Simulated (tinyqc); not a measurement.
Inside a calculation. Method: RHF in the 6-31g basis, for H4, spin multiplicity 1. One step of it, computed by the program tinyqc.

Question. Iteration 11 (converged): orbitals. Diagonalise F' = X^T F X, C = X C', fill 2 alpha and 2 beta electrons from the bottom; D = 2 C_occ C_occ^T. Each column has its largest component positive (the first on a tie).

converged F (hartree):
```
           1H 1s      1H 2s      2H 1s      2H 2s      3H 1s      3H 2s      4H 1s      4H 2s
1H 1s   0.095306  -0.423091  -0.404073  -0.410359  -0.006771  -0.078734  -0.002082  -0.065123
1H 2s  -0.423091  -0.316357  -0.410359  -0.365259  -0.078734  -0.117256  -0.065123  -0.117013
2H 1s  -0.404073  -0.410359   0.095306  -0.423091  -0.002082  -0.065123  -0.006771  -0.078734
2H 2s  -0.410359  -0.365259  -0.423091  -0.316357  -0.065123  -0.117013  -0.078734  -0.117256
3H 1s  -0.006771  -0.078734  -0.002082  -0.065123   0.095306  -0.423091  -0.404073  -0.410359
3H 2s  -0.078734  -0.117256  -0.065123  -0.117013  -0.423091  -0.316357  -0.410359  -0.365259
4H 1s  -0.002082  -0.065123  -0.006771  -0.078734  -0.404073  -0.410359   0.095306  -0.423091
4H 2s  -0.065123  -0.117013  -0.078734  -0.117256  -0.410359  -0.365259  -0.423091  -0.316357
```

X:
```
           1H 1s      1H 2s      2H 1s      2H 2s      3H 1s      3H 2s      4H 1s      4H 2s
1H 1s   1.260650  -0.514528  -0.035666   0.027805  -0.009689   0.053536  -0.007760   0.007657
1H 2s  -0.514528   1.715199   0.027805  -0.682347   0.053536  -0.246156   0.007657   0.084934
2H 1s  -0.035666   0.027805   1.260650  -0.514528  -0.007760   0.007657  -0.009689   0.053536
2H 2s   0.027805  -0.682347  -0.514528   1.715199   0.007657   0.084934   0.053536  -0.246156
3H 1s  -0.009689   0.053536  -0.007760   0.007657   1.260650  -0.514528  -0.035666   0.027805
3H 2s   0.053536  -0.246156   0.007657   0.084934  -0.514528   1.715199   0.027805  -0.682347
4H 1s  -0.007760   0.007657  -0.009689   0.053536  -0.035666   0.027805   1.260650  -0.514528
4H 2s   0.007657   0.084934   0.053536  -0.246156   0.027805  -0.682347  -0.514528   1.715199
```

Give: F' = X^T F X; orbital energies; coefficients C; D after iteration 11.

Answer.

F' = X^T F X (hartree):
```
        1       2       3       4       5       6       7       8
1   0.614  -0.585  -0.256  -0.133   0.011   0.012   0.006   0.004
2  -0.585   0.267  -0.133  -0.194   0.012  -0.089   0.004  -0.012
3  -0.256  -0.133   0.614  -0.585   0.006   0.004   0.011   0.012
4  -0.133  -0.194  -0.585   0.267   0.004  -0.012   0.012  -0.089
5   0.011   0.012   0.006   0.004   0.614  -0.585  -0.256  -0.133
6   0.012  -0.089   0.004  -0.012  -0.585   0.267  -0.133  -0.194
7   0.006   0.004   0.011   0.012  -0.256  -0.133   0.614  -0.585
8   0.004  -0.012   0.012  -0.089  -0.133  -0.194  -0.585   0.267
```

orbital energies (hartree): MO1 -0.558, MO2 -0.480, MO3 0.121, MO4 0.213, MO5 0.905, MO6 0.996, MO7 1.137, MO8 1.190

coefficients C:
```
         MO1     MO2     MO3     MO4     MO5     MO6     MO7     MO8
1H 1s  0.193   0.209   0.115   0.134   0.610   0.646  -0.684  -0.700
1H 2s  0.220   0.263   0.764   0.945  -0.432  -0.602   0.739   1.027
2H 1s  0.193   0.209  -0.115  -0.134   0.610   0.646   0.684   0.700
2H 2s  0.220   0.263  -0.764  -0.945  -0.432  -0.602  -0.739  -1.027
3H 1s  0.193  -0.209   0.115  -0.134   0.610  -0.646  -0.684   0.700
3H 2s  0.220  -0.263   0.764  -0.945  -0.432   0.602   0.739  -1.027
4H 1s  0.193  -0.209  -0.115   0.134   0.610  -0.646   0.684  -0.700
4H 2s  0.220  -0.263  -0.764   0.945  -0.432   0.602  -0.739   1.027
```

D after iteration 11:
```
        1H 1s   1H 2s   2H 1s   2H 2s   3H 1s   3H 2s   4H 1s   4H 2s
1H 1s   0.162   0.195   0.162   0.195  -0.013  -0.025  -0.013  -0.025
1H 2s   0.195   0.235   0.195   0.235  -0.025  -0.041  -0.025  -0.041
2H 1s   0.162   0.195   0.162   0.195  -0.013  -0.025  -0.013  -0.025
2H 2s   0.195   0.235   0.195   0.235  -0.025  -0.041  -0.025  -0.041
3H 1s  -0.013  -0.025  -0.013  -0.025   0.162   0.195   0.162   0.195
3H 2s  -0.025  -0.041  -0.025  -0.041   0.195   0.235   0.195   0.235
4H 1s  -0.013  -0.025  -0.013  -0.025   0.162   0.195   0.162   0.195
4H 2s  -0.025  -0.041  -0.025  -0.041   0.195   0.235   0.195   0.235
```
